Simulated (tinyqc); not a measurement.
Internal photoemission over an interface barrier: two steps of the calculation.

Electrons are excited from the valence band of a semiconductor over the barrier Phi(F) = P0 - sqrt(q F/(4 pi eps0 ei)), whose top lies at xm = sqrt(q/(16 pi eps0 ei F)). The yield is Y = A (hv - Phi)^p exp(-xm/l), with A = 1 here.

Inputs (values chosen for the exercise); dielectric values close to those of aluminium oxide: barrier at zero field P0 = 3.77 eV; image-force permittivity ei = 3.41; scattering length in the image well l = 1.2 nm; field in the dielectric F = 3.2 MV/cm.

Constants: q = 1.602176634e-19 C, h = 6.62607015e-34 J s, c = 299792458 m/s, eps0 = 8.8541878128e-14 F/cm where lengths are in cm. Results are converted to the units shown.

Problem 1. Barrier in the field. Lowering P0 - Phi, barrier, position of its top, scattering factor and threshold wavelength.

Wanted: lowering; Phi; xm; exp(-xm/l); threshold wavelength h c/(q Phi).

Solution 1.

lowering = 367.6 meV
Phi = 3.402 eV
xm = 0.5744 nm
exp(-xm/l) = 0.6196
threshold wavelength h c/(q Phi) = 364.4 nm

Problem 2. Threshold from a spectrum. The yields were made at this field with a scatter of 1 %. Fit Y^(1/n) on hv by least squares for n = 2 and n = 3; the zero of the line is the threshold.

```
point  hv (eV)         Y
0         3.55  0.001972
1         3.68   0.01337
2         3.81   0.04242
3         3.94   0.09576
4         4.07    0.1838
5          4.2    0.3104
```

Wanted: Y^(1/2); Y^(1/3); threshold for n = 2; threshold for n = 3.

Solution 2.

```
point   Y^(1/2)  Y^(1/3)
0      0.044407  0.12540
1       0.11563  0.23734
2       0.20596  0.34876
3       0.30945  0.45750
4       0.42872  0.56857
5       0.55714  0.67708
```

threshold for n = 2 = 3.5257 eV
threshold for n = 3 = 3.4007 eV

Numbers from tinyqc (`OMP_NUM_THREADS=1 python tinyqc.py 2410164 2410165 out.jsonl`; about 0.01 s on one thread of a shared Intel Xeon 2.30GHz).
